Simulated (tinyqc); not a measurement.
Oxide trap near a transistor channel: two-state multiphonon kinetics, telegraph noise and bias instability: one step, computed by the program tinyqc. Command: `OMP_NUM_THREADS=1 python tinyqc.py 3025232 3025233 out.jsonl oxidetrap walk`. One thread of a shared host (Intel(R) Xeon(R) Processor @ 2.30GHz), about 0.01 s of CPU time with the checks.

An n-channel device under positive gate bias. The trap is empty (state 1) or holds an electron (state 2); both states are parabolas of equal curvature, and the electron reservoir is taken at the Fermi level of the channel.

Question. Step height and noise. Charge-sheet step dV = e (t_ox - x)/(eps_ox eps_0 W L); Lorentzian spectrum S(f) = 4 dV^2 tau_0^2/((tau_c + tau_e)(1 + (2 pi f tau_0)^2)); corner 1/(2 pi tau_0); variance dV^2 f_2 (1 - f_2) = dV^2 tau_0/(tau_c + tau_e).

Inputs (values chosen for the exercise, with an insulator like SiO2 on silicon):

| quantity | value | unit |
|---|---|---|
| insulator constant eps_ox | 3.82 | - |
| insulator thickness t_ox | 1.6 | nm |
| trap depth x from the interface | 0.8 | nm |
| temperature T | 400 | K |
| channel width W | 210 | nm |
| channel length L | 68 | nm |
| frequency f | 20 | Hz |

Parts treated: one trap.

tau_0 = 0.06947622 s

capture time tau_c = 0.07429223 s

emission time tau_e = 1.071747 s

Constants: e = 1.602176634e-19 C; eps_0 = 8.8541878128e-12 F/m.

Give: threshold step dV; corner frequency; S(f); root-mean-square noise.

Answer.

threshold step dV = 0.2654 mV

corner frequency = 2.291 Hz

S(f) = 1.536e-11 V^2/Hz

root-mean-square noise = 0.06534 mV

f lies above the corner, on the 1/f^2 tail. Random dopants and current percolation, left out here, spread real steps around this value.
